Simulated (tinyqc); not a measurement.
Weaire-Thorpe hybrids on a Bethe lattice: gap and dangling bond of an amorphous tetrahedral solid: sweeps and comparisons. A value that a table varies takes the place of the one given here.

Four sp3 hybrids an atom at energy 0, coupled by -V1 on the atom and by -V2 along a bond; the bonds form a tree (no rings). For any network the gap runs at least from -V2 + V1 to V2 - 3 V1, and p-like states pile up at -V2 + V1 and V2 + V1. On the tree the gap is wider: it ends at Ec = -V1 + sqrt(V2^2 + 4 V1^2 - 2 sqrt3 V1 V2), which makes it well wider than the gaps of the real glasses. A branch seen from a hybrid has the self-energy S = V2^2 g, where g is the Green function of the hybrid across the bond, whose three partners carry S themselves. With a = z - V1, b = a - S: g = 1/(a + V1 b/(b + 3 V1)), z = E + i eta. A full atom has G = (1/b)(b + 3 V1)/(b + 4 V1) per hybrid; a dangling hybrid with shift dh has G = 1/(1/g - dh).

Inputs chosen for the exercise (of the size of tabulated hybrid energies for amorphous silicon; the results hold for these values, not for the real material):
- V1 = 1.77 eV (coupling of two hybrids on one atom)
- V2 = 4.52 eV (coupling of the two hybrids of a bond)
- eta = 0.05 eV (broadening)
- dh = -0.12 eV (shift of the dangling hybrid (rehybridisation))
- VH = 5.45 eV (coupling to a hydrogen atom)
- eH = -2.82 eV (hydrogen level)
- E1s = -3.9 eV (first energy)
- dE = 0.47 eV (step)

## Bulk, dangling and hydrogenated hybrids across the gap

edges (eV): Ev -2.75000, Ec(bound) -0.79000, Ec(tree) 0.52081

Thirteen energies E1s + j dE. With hydrogen the hybrid gains the self-energy VH^2/(z - eH) and dh = 0.

Density per hybrid (1/eV):

| E (eV) | bulk | dangling | with hydrogen |
|---|---|---|---|
| -3.90 | 0.0049 | 0.0020 | 0.0015 |
| -3.43 | 0.0093 | 0.0014 | 0.0007 |
| -2.96 | 0.0859 | 0.0015 | 0.0006 |
| -2.49 | 0.0572 | 0.0019 | 0.0005 |
| -2.02 | 0.0078 | 0.0027 | 0.0005 |
| -1.55 | 0.0032 | 0.0045 | 0.0005 |
| -1.08 | 0.0019 | 0.0092 | 0.0005 |
| -0.61 | 0.0014 | 0.0306 | 0.0006 |
| -0.14 | 0.0014 | 1.1129 | 0.0007 |
| 0.33 | 0.0022 | 0.0605 | 0.0012 |
| 0.80 | 0.0208 | 0.0811 | 0.0079 |
| 1.27 | 0.0298 | 0.0834 | 0.0154 |
| 1.74 | 0.0344 | 0.0783 | 0.0237 |

What can be read from the table?

Between Ev = -2.75 and Ec = 0.52 eV the bulk density is a broadening tail (least 0.0014). The dangling hybrid reaches 1.113 at -0.14 eV among these rows; its level lies at -0.066 eV, and the peak there, of width eta, is far higher unless a row falls on it. With hydrogen the largest value on the rows inside the gap, more than 0.05 eV from an edge, is 0.0012, and 1/g = VH^2/(E - eH) has no root in the gap: the state has gone into a bonding level below and an antibonding one above.

## Level against rehybridisation

Root of 1/g(E) = dh for eta = 0 in the gap of the tree, between Ev = -V2 + V1 and Ec; a dash: none. A flatter atom makes the hybrid more p-like (dh > 0, up to V1), a more pyramidal one more s-like (dh < 0).

Level:

| dh (eV) | E (eV) | above Ev (eV) | weight |
|---|---|---|---|
| -3.0 | -1.8892 | 0.8608 | 0.621 |
| -2.5 | -1.5730 | 1.1770 | 0.642 |
| -2.0 | -1.2485 | 1.5015 | 0.654 |
| -1.5 | -0.9212 | 1.8288 | 0.653 |
| -1.0 | -0.5979 | 2.1521 | 0.638 |
| -0.5 | -0.2869 | 2.4631 | 0.602 |
| 0.0 | 0.0000 | 2.7500 | 0.540 |
| 0.5 | 0.2465 | 2.9965 | 0.438 |
| 1.0 | 0.4290 | 3.1790 | 0.282 |

How do the results move?

A level exists for 9 of the 9 rows, from dh = -3 (0.861 eV above Ev) to 1 (3.179 eV); the gap of the tree is 3.271 eV. Its slope dE/d(dh) is the weight, largest at dh = -2 (0.65). A level that rises as the atom flattens is why an emptied dangling bond relaxes flat and a doubly filled one pyramidal.

## Stretching the bonds

V2 is scaled as (d0/d)^2 and V1 stays. Bound 2 V2 - 4 V1; tree V2 - 2 V1 + sqrt(V2^2 + 4 V1^2 - 2 sqrt3 V1 V2); a negative bound means that a network with rings may have no gap.

Against d/d0:

| d/d0 | V2 (eV) | V2/V1 | bound (eV) | tree (eV) |
|---|---|---|---|---|
| 0.96 | 4.905 | 2.771 | 2.729 | 3.917 |
| 0.98 | 4.706 | 2.659 | 2.333 | 3.580 |
| 1.00 | 4.520 | 2.554 | 1.960 | 3.271 |
| 1.02 | 4.344 | 2.455 | 1.609 | 2.988 |
| 1.04 | 4.179 | 2.361 | 1.278 | 2.730 |
| 1.07 | 3.948 | 2.230 | 0.816 | 2.386 |
| 1.10 | 3.736 | 2.110 | 0.391 | 2.088 |
| 1.15 | 3.418 | 1.931 | -0.244 | 1.682 |

How do the results move?

The bound falls by 181 meV for each per cent of stretch near d0 and vanishes at d/d0 = 1.130, inside the table. Weak, stretched bonds therefore put states closest to the edges, one origin of band tails.

## What each parameter does

Ev = -V2 + V1, conduction edge of the tree -V1 + sqrt(V2^2 + 4 V1^2 - 2 sqrt3 V1 V2), and the level that solves 1/g(E) = dh for eta = 0. Each row changes one parameter from the base and keeps the others.

Results:

| case | Ev (eV) | Ec (eV) | level (eV) | weight |
|---|---|---|---|---|
| base | -2.7500 | 0.5208 | -0.0659 | 0.558 |
| V1 = 1.69 eV | -2.8300 | 0.6323 | -0.0706 | 0.596 |
| V2 = 4.67 eV | -2.9000 | 0.6188 | -0.0693 | 0.585 |
| dh = -0.22 eV | -2.7500 | 0.5208 | -0.1224 | 0.571 |

What can be read from the table?

The largest shifts from the base row, up to three for each result and ties (the steps differ in size, so this ranks the rows, not the parameters). Ev (eV): V2 -0.1500, V1 -0.0800; unchanged at the printed digits by dh. Ec (eV): V1 +0.1115, V2 +0.0980; unchanged at the printed digits by dh. level (eV): dh -0.0565, V1 -0.0047, V2 -0.0034. weight: V1 +0.038, V2 +0.027, dh +0.013.

tinyqc: `OMP_NUM_THREADS=1 python tinyqc.py 1451725 1451726 out.jsonl`; about 0.02 s, one thread, shared Intel(R) Xeon(R) Processor @ 2.30GHz.
